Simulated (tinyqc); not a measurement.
On-chip power grid, static voltage drop by conjugate gradients: one step of the calculation.

A grid of 4 rows and 3 columns, node k = 3 row + column. Neighbours in a row are joined by Rx, in a column by Ry; pad nodes, which reach the supply through Rp: 0. Each node draws I0, node 2 draws kh I0. The drops u = Vdd - V solve G u = i, with G the conductance matrix (1/Rp added on the diagonal at pad nodes).

Question. Worst drop, pad currents and power lost. Pad current u/Rp; worst drop as a share of Vdd; power lost in the grid and pads sum_k i_k u_k; power delivered sum_k i_k (Vdd - u_k).

Values chosen for this exercise:
```
symbol,value,unit,meaning
Vdd,0.65,V,supply voltage
Rp,0.09,ohm,resistance from a pad node to the supply
I0,1.1,mA,load current of an ordinary node
kh,5,,factor on the load at the hot node
```

converged u (mV):
```
,col 0,col 1,col 2
row 0,1.584000,2.968549,3.878094
row 1,9.019065,9.083157,9.138421
row 2,13.257082,13.260269,13.263292
row 3,15.350044,15.350215,15.350384
```

Find: worst drop; share of Vdd; pad currents; power lost; power delivered.

Answer.

worst drop = 15.35 mV
share of Vdd = 2.362 %
pad currents (mA): node 0 17.60
power lost = 0.1507 mW
power delivered = 11.29 mW

The pad currents add up to the total load, 17.60 mA. The worst drop is at node 11, not at the hot node.

tinyqc, about 0.08 s, one thread, Intel Xeon 2.30GHz (shared host): `OMP_NUM_THREADS=1 python tinyqc.py 2770171 2770172 out.jsonl`
